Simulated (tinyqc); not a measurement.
## n-type polysilicon, carrier trapping at grain boundaries: effect of the temperature

One-dimensional grains of size Lg, uniform ionised doping N, monovalent traps Qt at each boundary at a depth Et below (for electrons) or above (for holes) the band edge there, abrupt depletion of width W on each side of a boundary, Boltzmann statistics. xi is the distance from the band edge at the grain centre to the Fermi level. Trapped charge Qt/(1 + exp((xi + VB - Et)/Vt)) = 2 N W, barrier VB = q N W^2/(2 eps0 eps_r).

NB is given at 300 K and scales as (T/300 K)^1.5. If the trap equation with xi = Vt ln(NB/N) has a root W < Lg/2, the grain is partly depleted; otherwise W = Lg/2 and the trap equation gives xi = Et - VB + Vt ln(Qt/(N Lg) - 1). N* = Qt/Lg. n0 = NB exp(-xi/Vt); mean density n0 (1 - 2 W/Lg) by charge balance in a partly depleted grain, and n0 (sqrt(pi)/2) erf(u)/u with u = sqrt(VB/Vt) in a fully depleted one; v = sqrt(kB T/(2 pi ms m0)); barrier resistivity Vt exp(VB/Vt)/(q fe n0 v Lg); grain resistivity (1 - 2 W/Lg)/(q n0 mug); effective mobility 1/(q mean density total resistivity). Rows with xi above 0.45 V, towards mid-gap, are left out, since the other carrier type is ignored.

Values chosen for this exercise; values of the order met in polycrystalline silicon: relative permittivity eps_r = 11.7; conduction-band density of states at the reference temperature NB = 2.8e19 cm^-3; grain size Lg = 260 nm; trap density of a grain boundary Qt = 2.4e12 cm^-2; depth of the trap level from the majority band edge at the boundary Et = 0.46 eV; mass for thermionic emission ms = 0.58 m0; correction factor of the emission rate fe = 0.25; mobility inside the grains mug = 200 cm^2/(V s); doping N = 6.6e17 cm^-3.

Constants: q = 1.602176634e-19 C, kB = 1.380649e-23 J/K, m0 = 9.1093837015e-31 kg, Vt = kB T/q, eps0 = 8.8541878128e-14 F/cm where lengths are in cm. Results are converted to the units shown.

The same in every row: N/N* = 7.1500.

Result of one run:
```
T (K)  depleted share 2 W/Lg   VB (V)   xi (V)  mean density (cm^-3)  resistivity (ohm cm)  effective mobility (cm^2/(V s))
400                  0.13815  0.16461  0.14406             5.6882e17                1.4988                           7.3210
```

What becomes of these results when the temperature T is changed from 400 to 320 K, all else the same?

Result of the changed run:
```
T (K)  depleted share 2 W/Lg   VB (V)   xi (V)  mean density (cm^-3)  resistivity (ohm cm)  effective mobility (cm^2/(V s))
320                  0.13969  0.16832  0.10601             5.6780e17                4.9631                           2.2148
```

The whole series:
```
T (K)  depleted share 2 W/Lg   VB (V)    xi (V)  mean density (cm^-3)  resistivity (ohm cm)  effective mobility (cm^2/(V s))
200                  0.13986  0.16872  0.054109             5.6769e17                155.19                         0.070845
240                  0.13986  0.16871  0.070586             5.6769e17                33.276                          0.33040
280                  0.13983  0.16865  0.087930             5.6771e17                11.204                          0.98130
320                  0.13969  0.16832   0.10601             5.6780e17                4.9631                           2.2148
360                  0.13924  0.16723   0.12475             5.6810e17                2.5991                           4.2270
400                  0.13815  0.16461   0.14406             5.6882e17                1.4988                           7.3210
440                  0.13612  0.15982   0.16388             5.7016e17               0.91384                           11.979
```

As T goes from 200 to 440, VB falls from 0.169 to 0.160 V, the resistivity falls from 155 to 0.914 ohm cm and the effective mobility rises from 0.0708 to 12.0 cm^2/(V s). The activation energy kB ln(rho1/rho2)/(1/T1 - 1/T2) is 0.159 eV between the first two rows and 0.188 eV between the last two; mug is held fixed.

tinyqc, about 0.01 s, one thread, Intel Xeon 2.30GHz (shared host): `OMP_NUM_THREADS=1 python tinyqc.py 2830167 2830168 out.jsonl`
